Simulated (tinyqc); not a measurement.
A longer run and its error bar: q-state Potts model on a small periodic square lattice: enumeration, Metropolis, heat-bath and Wolff steps. Computed by tinyqc, a small Python program. Command: `OMP_NUM_THREADS=1 python tinyqc.py 3110717 3110718 out.jsonl potts walk`. One thread of a shared host (Intel(R) Xeon(R) Processor @ 2.30GHz), about 0.2 s of CPU time with the checks.

E = -J x (number of nearest-neighbour bonds with equal states); n x n sites with periodic edges have 2 n^2 bonds. Order parameter m = (q f - 1)/(q - 1), f being the largest share of one state. Sites are numbered row by row from 0. Here q = 2 and n = 4.

Inputs (values chosen for the exercise, for a model of domains or grain orientations):
```
quantity,value,unit
number of states q,2,-
edge n,4,-
coupling J,48,meV
temperature T,860,K
seed,320144,-
```

Update: heat bath.

Constants: k_B = 8.617333262e-05 eV/K.

Method:
- K = J/(k_B T); the infinite square lattice orders at K_c = ln(1 + sqrt(q)); Wolff bond probability p = 1 - exp(-K).
- All q^(n^2) states are counted by their number b of equal bonds; weights g(b) exp(K b), K = J/(k_B T). Per site: u = -J <b>/n^2, c/k_B = K^2 (<b^2> - <b>^2)/n^2.
- ln Z = ln sum g(b) exp(K b); entropy per site s/k_B = (ln Z - K <b>)/n^2.
- After 400 updates are discarded, b is recorded for 4000 sweeps of n^2 steps of the update named (random numbers not printed, so these rows are one sample). Records are averaged in blocks; the error is the scatter of block means over sqrt(number of blocks), and the last column its square over that for single records.

start states:
```
,1,2,3,4
1,0,1,1,0
2,1,1,0,1
3,1,0,1,1
4,1,1,1,1
```

K = 0.647694

<b> = 23.7288

Blocking:
```
block length,mean b,error,variance ratio
1,23.899,0.07156,1.0000
4,23.899,0.11324,2.5043
16,23.899,0.15377,4.6181
40,23.899,0.16635,5.4043
100,23.899,0.18625,6.7748
```

What does the comparison show, and why?

The run gives 23.899 +/- 0.166 (blocks of 40) against the exact 23.729, a difference of 1.0 error bars. Single records understate the error by a factor of about 2.3, because successive records are correlated.

Extremes, crossings and ranges named in words are read from the listed rows.
